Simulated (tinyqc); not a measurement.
What moves the results: Fermi-Dirac statistics of conduction electrons. A value that a table varies takes the place of the one given here.

Non-parabolic band E (1 + alpha E) = c k^2/m: n = Nc (2/sqrt(pi)) integral_0^infinity sqrt(x (1 + a x)) (1 + 2 a x) dx/(1 + exp(x - eta)) with a = alpha kT and eta = (EF - Ec)/kT; a = 0 gives n = Nc F_1/2(eta).

Constants: hbar^2/2m0 = 3.80998211 eV angstrom^2; kB = 8.617333262e-05 eV/K.

Parameters, chosen for this exercise (near those of InP, lowest valleys alone; shifted at random, so the results belong to these values and not to a real crystal):
- m = 0.0789 m0 (density-of-states mass of the conduction band)
- T = 300 K
- alpha = 0.63 1/eV (non-parabolicity)
- n = 2e+18 1/cm^3 (electron density)

## Parabolic against non-parabolic filling

N = 2 (m kB T/(4 pi c))^(3/2) with c = hbar^2/2m0, in 1/angstrom^3; times 1e24 for 1/cm^3. k_F = (3 pi^2 n)^(1/3) and the energy E0 that solves E (1 + alpha E) = c k_F^2/m give the limit of zero temperature.

EF - Ec (meV):
```
n (1/cm^3)  parabolic  non-parabolic  non-parabolic, 0 K
6.0e+16         -56.6          -58.2                 7.1
2.0e+17         -23.2          -25.0                15.7
8.0e+17          22.3           19.5                38.9
3.0e+18          89.7           82.6                90.9
8.0e+18         181.8          162.4               167.2
3.0e+19         445.0          360.4               363.1
```

What does this show?

Non-parabolicity lowers EF by 1.6 meV at the lowest density and by 84.6 meV at the highest, where alpha (EF - Ec) = 0.23. Temperature lowers EF below its 0 K value by 65.3 meV at the lowest density and by 2.8 meV at the highest. EF enters the band between 2e+17 and 8e+17 1/cm^3.

## What moves the Fermi level

N = 2 (m kB T/(4 pi c))^(3/2) with c = hbar^2/2m0, in 1/angstrom^3; times 1e24 for 1/cm^3. Each row changes one parameter from the base and keeps the others.

Results:
```
case                parabolic EF - Ec (meV)  non-parabolic EF - Ec (meV)
base                                  64.46                        59.44
m = 0.071 m0                          73.67                        67.95
T = 275 K                             66.00                        61.27
n = 4e+18 1/cm^3                     111.29                       101.93
alpha = 0.945 1/eV                    64.46                        57.20
```

What does this show?

The largest shifts from the base row, up to three for each result and ties (the steps differ in size, so this ranks the rows, not the parameters). parabolic EF - Ec (meV): n +46.83, m +9.20, T +1.54; unchanged at the printed digits by alpha. non-parabolic EF - Ec (meV): n +42.49, m +8.51, alpha -2.24.

Program tinyqc; command `OMP_NUM_THREADS=1 python tinyqc.py 1652166 1652167 out.jsonl`; about 0.01 s on one thread of a shared Intel(R) Xeon(R) Processor @ 2.30GHz.
